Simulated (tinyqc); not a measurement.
# Off-state leakage of single and stacked transistors: subthreshold current against the height of the stack

n-channel devices of unit width. Subthreshold current I(Vg, Vs, Vd) = I0 (T/300 K)^0.5 exp[(Vg - Vs - VT(T) - gb (Vs - Vb) + dd (Vd - Vs))/(nf Vt)] (1 - exp(-(Vd - Vs)/Vt)), VT(T) = VT - cT (T - 300 K). Gate-edge tunnelling Ig (Vd/1 V) exp(ag (Vd - 1 V)), for a gate at 0 V, and band-to-band leakage Ab u exp(-Bb/u), u = Vd - Vb + 1 V, flow at a drain held at V; both are taken as independent of T. In a stack of off transistors (all gates at 0 V) the same subthreshold current passes through each.

All n gates at 0 V, bottom source at 0 V, top drain at V; node voltages follow from equal currents.

Parameters, values chosen for the exercise; values of the order met in bulk silicon logic transistors:
```
symbol  value   unit                                             meaning
T         300      K                                         temperature
V         0.8      V                                      supply voltage
VT       0.36      V        threshold at 300 K, zero drain and body bias
cT        0.8   mV/K              fall of the threshold with temperature
I0       0.49  uA/um                       current at threshold at 300 K
nf       1.35                                               slope factor
dd       0.05                            drain-induced lowering per volt
gb       0.14         rise of the threshold per volt of source-body bias
Vb          0      V                                        body voltage
```

Constants: q = 1.602176634e-19 C, kB = 1.380649e-23 J/K, Vt = kB T/q. Results are converted to the units shown.

Subthreshold current against the height of the stack:
columns A: n; B: I (nA/um); C: reduction factor; D: drain voltage of the bottom device (mV); E: source voltage of the top device (mV); F: voltage across the top device (V)
```
A         B      C      D      E       F
1   0.05107  1.000  800.0      0  0.8000
2   0.01341  3.809  39.23  39.23  0.7608
3  0.007801  6.547  16.38  55.11  0.7449
4  0.005516  9.258  10.54  65.27  0.7347
5  0.004271  11.96  7.792  72.77  0.7272
6  0.003487  14.65  6.189  78.72  0.7213
```

The second transistor cuts the current by a factor of 3.81, the third by a further 1.72 and the sixth by 1.22. The top device keeps 90.2 % of the supply at n = 6, while the drain voltage of the bottom one falls to 0.239 Vt.

tinyqc, about 0.03 s, one thread, Intel Xeon 2.30GHz (shared host): `OMP_NUM_THREADS=1 python tinyqc.py 2242032 2242033 out.jsonl`
